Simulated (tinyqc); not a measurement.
# Fully depleted semiconductor-on-insulator film with two gates, non-linear Poisson equation by Newton steps: what changes with what

One dimension across the film, front interface at x = 0, back interface at x = ts. psi is counted from the intrinsic level, n = ni exp(psi/Vt) (source grounded), holes neglected, acceptors ionised. Gates act through Cox = eps0 eox/tox and Cbox = 3.9 eps0/tb with potentials G1 = Vg - (phiM - chi - Vt ln(Nc/ni)) and G2 = Vb - (phiB - chi - Vt ln(Nc/ni)). Classical Boltzmann densities, no interface charge, no depletion in the back plane.

Parameters, values chosen for the exercise; band and dielectric values close to those of silicon: temperature T = 300 K; band gap Eg = 1.11 eV; relative permittivity eps_r = 11.7; conduction-band density of states at T Nc = 2.84e19 cm^-3; valence-band density of states at T Nv = 2.7e19 cm^-3; electron affinity chi = 4.03 eV; relative permittivity of the gate insulator (close to aluminium oxide) eox = 9.02; insulator thickness tox = 6.7 nm; film thickness ts = 13 nm; buried-oxide thickness (eps_r 3.9) tb = 14 nm; acceptor density of the film Na = 2.2e16 cm^-3; work function of the front gate phiM = 4.56 eV; work function of the back plane phiB = 4.08 eV; back-gate voltage Vb = 0 V.

Constants: q = 1.602176634e-19 C, kB = 1.380649e-23 J/K, Vt = kB T/q, eps0 = 8.8541878128e-14 F/cm where lengths are in cm. Results are converted to the units shown.

Each table varies one quantity; the others keep the values above.

## Charge against front-gate voltage

ni = sqrt(Nc Nv) exp(-Eg/(2 Vt)), Eg in volts. The Poisson equation eps0 eps_r d2psi/dx2 = q (n + Na), with -eps0 eps_r dpsi/dx = Cox (G1 - psi) at x = 0 and eps0 eps_r dpsi/dx = Cbox (G2 - psi) at x = ts, is solved on 300 equal intervals with half boxes at both ends; N_inv is the trapezoid sum of n. Swing = ln 10/(d ln N_inv/dVg); the last column is (dN_inv/dVb)/(dN_inv/dVg).

Charge against front-gate voltage:

| Vg (V) | psi front (V) | psi back (V) | N_inv (cm^-2) | centroid/ts | swing (mV/decade) | q dN_inv/dVg over Cox | back/front leverage |
|---|---|---|---|---|---|---|---|
| -0.03 | 0.0623 | 0.165 | 2.45e6 | 0.769 | 84.2 | 9.01e-6 | 0.415 |
| 0.12 | 0.192 | 0.264 | 1.53e8 | 0.708 | 82.9 | 5.72e-4 | 0.391 |
| 0.27 | 0.320 | 0.361 | 9.78e9 | 0.627 | 85.8 | 0.0353 | 0.359 |
| 0.42 | 0.428 | 0.427 | 2.23e11 | 0.497 | 172 | 0.401 | 0.300 |
| 0.57 | 0.489 | 0.445 | 8.54e11 | 0.351 | 383 | 0.690 | 0.244 |
| 0.72 | 0.524 | 0.450 | 1.70e12 | 0.259 | 648 | 0.813 | 0.219 |
| 0.87 | 0.547 | 0.452 | 2.65e12 | 0.205 | 940 | 0.871 | 0.208 |
| 1.02 | 0.564 | 0.453 | 3.64e12 | 0.170 | 1.25e3 | 0.903 | 0.202 |
| 1.17 | 0.577 | 0.454 | 4.66e12 | 0.145 | 1.56e3 | 0.923 | 0.199 |

What does the table show?

N_inv passes 1e11 cm^-2 at Vg = 0.369 V. The swing starts at 84.2 mV a decade, against (1 + k) Vt ln 10 = 68.9 for a front channel with k = Cs Cbox/(Cox (Cs + Cbox)) = 0.158, Cs = eps0 eps_r/ts; above threshold this column is no longer a subthreshold swing. The centroid falls from 0.769 to 0.145 of ts and the leverage of the back gate falls from 0.415 to 0.199. For Vg = 0.87, 1.02, 1.17 the density at an interface exceeds 0.3 Nc, where Boltzmann statistics fail. For Vg = 0.87, 1.02, 1.17 the classical centroid lies within 3 nm of an interface, where confinement, left out, would push it away.

## Threshold and coupling against the film thickness

VT is the Vg for N_inv = 1e11 cm^-2; -dVT/dVb from the linearised equation. Limits with Cs = eps0 eps_r/ts: front channel Cs Cbox/(Cox (Cs + Cbox)), back channel Cbox (Cox + Cs)/(Cox Cs). Swing at N_inv = 1e8 cm^-2.

Results:

| ts (nm) | VT (V) | centroid/ts at VT | -dVT/dVb | front-channel limit | back-channel limit | swing (mV/decade) |
|---|---|---|---|---|---|---|
| 4 | 0.407 | 0.511 | 0.243 | 0.189 | 0.302 | 74.5 |
| 5.6 | 0.396 | 0.517 | 0.258 | 0.183 | 0.340 | 75.8 |
| 7.7 | 0.386 | 0.527 | 0.277 | 0.175 | 0.390 | 77.6 |
| 15 | 0.365 | 0.557 | 0.342 | 0.152 | 0.564 | 85.2 |
| 21 | 0.355 | 0.579 | 0.395 | 0.138 | 0.707 | 92.3 |
| 29 | 0.346 | 0.602 | 0.462 | 0.122 | 0.897 | 102 |
| 40 | 0.340 | 0.624 | 0.545 | 0.106 | 1.16 | 116 |

Estimate the missing row, ts = 11 nm.

Computed row:

| ts (nm) | VT (V) | centroid/ts at VT | -dVT/dVb | front-channel limit | back-channel limit | swing (mV/decade) |
|---|---|---|---|---|---|---|
| 11 | 0.375 | 0.541 | 0.306 | 0.164 | 0.469 | 80.9 |

With this row back in the table: As ts goes from 4 to 40, VT falls from 0.407 to 0.340 V, the centroid rises from 0.511 to 0.624 of ts and -dVT/dVb rises from 0.243 to 0.545. The coupling covers 48.2 % of the way from the front-channel to the back-channel limit in the first row and 41.7 % in the last. For ts = 4, 5.6, 7.7 the film is thin enough for confinement to raise VT, which is left out.

tinyqc, about 0.3 s, one thread, Intel Xeon 2.30GHz (shared host): `OMP_NUM_THREADS=1 python tinyqc.py 2190026 2190027 out.jsonl`
